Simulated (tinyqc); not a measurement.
Pariser-Parr-Pople SCF with singles CI, for the molecule ClC1=C2C=CC=C2C=C1 (SMILES; centres numbered as the heavy atoms are written), step by step. One step of it, computed by the program tinyqc.

Problem. Iteration 2: orbitals and new P. Diagonalise F (the basis is taken as orthonormal) and form P = 2 sum c c over the lowest orbitals.

F (eV), lower triangle:
```
            1Cl         2C         3C         4C         5C         6C         7C         8C
1Cl  -13.116073
2C    -2.463571  -5.195494
3C     0.209804  -3.861990  -5.334076
4C     0.300740  -0.556086  -3.633898  -5.345168
5C    -0.053011   0.158892   0.404912  -4.260539  -5.745522
6C    -0.232670   0.544273   0.198731  -0.307266  -4.032912  -5.504613
7C    -0.035901   0.270329  -3.851922   0.354159   0.368476  -3.797154  -5.508950
8C     0.202245  -0.177074   0.237401   0.459033   0.064801  -0.556309  -3.799617  -5.178486
9C     0.200581  -3.934258   0.552431   0.023297  -0.210754   0.087397   0.405360  -4.215803

           9C
9C  -5.321292
```

pi electrons, sum of z_r less the charge = 10

Give: orbital energies; P after iteration 2.

Solution.

orbital energies (eV): -14.376  -13.394  -11.178  -9.794  -8.454  -3.723  0.543  1.761  2.366

P after iteration 2, lower triangle:
```
        1Cl      2C      3C      4C      5C      6C      7C     8C
1Cl   1.923
2C    0.285   0.827
3C   -0.087   0.526   1.186
4C   -0.142   0.325   0.502   0.873
5C    0.025  -0.074  -0.214   0.680   1.139
6C    0.136  -0.355  -0.137   0.124   0.629   0.865
7C    0.011  -0.108   0.544  -0.176  -0.215   0.552   1.176
8C   -0.102   0.153  -0.142  -0.313  -0.039   0.306   0.483  0.854
9C   -0.095   0.583  -0.221  -0.006   0.152  -0.097  -0.215  0.706

       9C
9C  1.157
```
